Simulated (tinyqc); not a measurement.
Voltage acceleration of oxide breakdown, four models on the same data: two steps of the calculation.

Field E = V/tox in MV/cm. Models: ln(t63/1 s) = a - c X with X = E (E model), -1/E (1/E model), ln V (power law, c the exponent n) or sqrt(E).

Parameters, values chosen for the exercise:
- tox = 3 nm (oxide thickness)
- Vu = 1.8 V (use voltage)
- Ts = 398 K (stress temperature)
- Tu = 328 K (use temperature)
- Ea = 0.88 eV (activation energy)
- ks = 5.9e-6 (factor for area and percentile)

Constants: q = 1.602176634e-19 C, kB = 1.380649e-23 J/K. Results are converted to the units shown.

Question 1. Fitting the models. The three stress times were made with the E model, c = 3.39, and are treated as data. For each model fit ln t63 on X by least squares over the three points.

| stress | V (V) | t63 (s) |
|---|---|---|
| 0 | 2.99 | 23880 |
| 1 | 3.49 | 84 |
| 2 | 4.03 | 0.188 |

Find: c; a; largest misfit in ln t63 (0: below 0.002).

Answer 1.

| model | c | a | largest misfit in ln t63 (0: below 0.002) |
|---|---|---|---|
| E | 3.390 | 43.87 | 0.0000 |
| 1/E | 451.4 | -34.95 | 0.5805 |
| power | 39.34 | 53.31 | 0.2919 |
| sqrt E | 23.13 | 83.17 | 0.1459 |

The worst misfit of any model is 0.58 in ln t63, a factor of 1.79 in time, comparable to the scatter of t63 from small samples, so such data hardly tell the models apart.

Question 2. Projection to use conditions. Project to Vu, multiply by exp[(Ea q/kB)(1/Tu - 1/Ts)] and by ks; ten years are 3.15576e8 s. The largest voltage for ten years solves the same relation for V.

| model | c | a |
|---|---|---|
| E | 3.3900322 | 43.868143 |
| 1/E | 451.40305 | -34.952245 |
| power | 39.336219 | 53.305374 |
| sqrt E | 23.127668 | 83.167970 |

Wanted: temperature factor; lifetime; largest voltage for ten years.

Answer 2.

temperature factor = 238.9

| model | lifetime (years) | largest voltage for ten years (V) |
|---|---|---|
| E | 0.7378 | 1.569 |
| 1/E | 1.393e7 | 2.217 |
| power | 573.7 | 1.995 |
| sqrt E | 14.66 | 1.824 |

The lifetimes span 7.28 decades, from the E model (most cautious) to the 1/E model; the allowed voltage spans 1.57 to 2.22 V. 3 of the four models pass ten years at Vu. Lifetimes beyond a thousand years are formal extrapolations.

Range of the model: All four laws are empirical fits; none is established far below the stress range.

Numbers from tinyqc (`OMP_NUM_THREADS=1 python tinyqc.py 2070102 2070103 out.jsonl`; about 0.01 s on one thread of a shared Intel Xeon 2.30GHz).
